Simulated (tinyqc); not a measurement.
Inputs raised by 2 %, one at a time: non-radiative capture by multiphonon emission, one effective mode. Computed by tinyqc, a small Python program. Command: `OMP_NUM_THREADS=1 python tinyqc.py 3012332 3012333 out.jsonl capture sens`. One thread of a shared host (Intel(R) Xeon(R) Processor @ 2.30GHz), about 0.05 s of CPU time with the checks.

The initial state (free carrier plus empty centre) lies dE above the final state; both have the same frequency and are displaced by dQ.

Inputs (values chosen for the exercise, with mass, screening and phonons like those of CdS):

| quantity | value | unit |
|---|---|---|
| energy released dE | 0.376 | eV |
| phonon energy hbar omega | 23.3 | meV |
| Huang-Rhys factor S | 6.91 | - |
| electron-phonon coupling W | 0.011 | eV/(u^(1/2) angstrom) |
| cell volume V | 1550 | angstrom^3 |
| degeneracy g | 2 | - |
| broadening b | 14 | meV |
| carrier mass m | 0.204 | m_0 |
| dielectric constant eps | 8.55 | - |
| temperature T | 120 | K |
| defect density N_t | 9e+14 | cm^-3 |

Centre: repulsive.

Constants: hbar^2/u = 4.18015928e-03 eV angstrom^2; k_B = 8.617333262e-05 eV/K; hbar = 6.582119569e-16 eV s; Ry = 13.605693123 eV; k_B = 1.380649e-23 J/K; m_0 = 9.1093837015e-31 kg.

Method:
- dQ = sqrt(2 S (hbar^2/u)/hbar omega); relaxation energy lambda = S hbar omega; phonons needed P = dE/hbar omega; classical barrier E_b = (dE - lambda)^2/(4 lambda); occupation n = 1/(exp(hbar omega/k_B T) - 1).
- Huang-Rhys weight for a net emission of p phonons: L_p = exp(-S (2n + 1)) ((n + 1)/n)^(p/2) I_p(2 S sqrt(n (n + 1))), I_p the modified Bessel function.
- M_p = sum_m w_m <m_i|Q|(m + p)_f>^2 with Q counted from the final minimum and Boltzmann weights w_m for m = 0..24; <m_i|Q|k_f> = sqrt((hbar^2/u)/(2 hbar omega)) [sqrt(k) <m|k-1> + sqrt(k+1) <m|k+1>], with overlaps of oscillators displaced by d = sqrt(2 S) summed on 1500 points from -16 to 16 + d.
- The delta function is a Gaussian of standard deviation b at dE - p hbar omega.
- C_0 = V (2 pi/hbar) g W^2 sum_p M_p Gaussian_p. The sum runs over the seven p from round(P) - 3 to round(P) + 3; 1 angstrom^3 = 1e-24 cm^3.
- Sommerfeld factor of a repulsive centre: s(k) = 2 pi nu/(exp(2 pi nu) - 1), nu = sqrt(Ry*/E), Ry* = Ry m/eps^2, averaged over (2/sqrt(pi)) sqrt(x) exp(-x) dx with x = E/k_B T = t^2 (trapezoid, t to 6 in steps of 0.01).
- C = s C_0; v = sqrt(3 k_B T/m); sigma = C/v; tau = 1/(C N_t).

Runs:

| input moved | from | to | capture coefficient C (cm^3/s) | cross-section sigma (cm^2) | classical barrier E_b (eV) | capture time (s) |
|---|---|---|---|---|---|---|
| base run | - | - | 5.7353e-12 | 3.5069e-19 | 0.071775 | 1.9373e-04 |
| energy released dE (eV) | 0.376 | 0.38352 | 4.5779e-12 | 2.7992e-19 | 0.076883 | 2.4271e-04 |
| Huang-Rhys factor S | 6.91 | 7.0482 | 6.6708e-12 | 4.0789e-19 | 0.068275 | 1.6656e-04 |
| electron-phonon coupling W (eV/(u^(1/2) angstrom)) | 0.011 | 0.01122 | 5.9670e-12 | 3.6486e-19 | 0.071775 | 1.8621e-04 |
| temperature T (K) | 120 | 122.4 | 6.1830e-12 | 3.7434e-19 | 0.071775 | 1.7970e-04 |
| carrier mass m (m_0) | 0.204 | 0.20808 | 5.4396e-12 | 3.3592e-19 | 0.071775 | 2.0426e-04 |
| dielectric constant eps | 8.55 | 8.721 | 6.3677e-12 | 3.8936e-19 | 0.071775 | 1.7449e-04 |
| defect density N_t (cm^-3) | 9e+14 | 9.18e+14 | 5.7353e-12 | 3.5069e-19 | 0.071775 | 1.8993e-04 |

Exponents ln(y'/y) / ln(x'/x):

| input | capture coefficient C | cross-section sigma | classical barrier E_b | capture time |
|---|---|---|---|---|
| energy released dE | -11.383 | -11.383 | 3.472 | 11.383 |
| Huang-Rhys factor S | 7.631 | 7.631 | -2.524 | -7.631 |
| electron-phonon coupling W | 2.000 | 2.000 | 0.000 | -2.000 |
| temperature T | 3.796 | 3.296 | 0.000 | -3.796 |
| carrier mass m | -2.673 | -2.173 | 0.000 | 2.673 |
| dielectric constant eps | 5.282 | 5.282 | 0.000 | -5.282 |
| defect density N_t | 0.000 | 0.000 | 0.000 | -1.000 |

To which inputs is each result most sensitive?

Among the inputs moved here: capture coefficient C answers most in size to energy released dE (exponent -11.383), next to Huang-Rhys factor S (+7.631); its exponent is below 0.0005 for defect density N_t. Its exponent +2.000 in electron-phonon coupling W: the golden rule, C goes as W^2. Cross-section sigma answers most in size to energy released dE (exponent -11.383), next to Huang-Rhys factor S (+7.631); its exponent is below 0.0005 for defect density N_t. Classical barrier E_b answers most in size to energy released dE (exponent +3.472), next to Huang-Rhys factor S (-2.524); its exponent is below 0.0005 for electron-phonon coupling W, temperature T, carrier mass m, dielectric constant eps, defect density N_t. Capture time answers most in size to energy released dE (exponent +11.383), next to Huang-Rhys factor S (-7.631). Its exponent -1.000 in defect density N_t: tau = 1/(C N_t).

Extremes, crossings and ranges named in words are read from the listed rows.
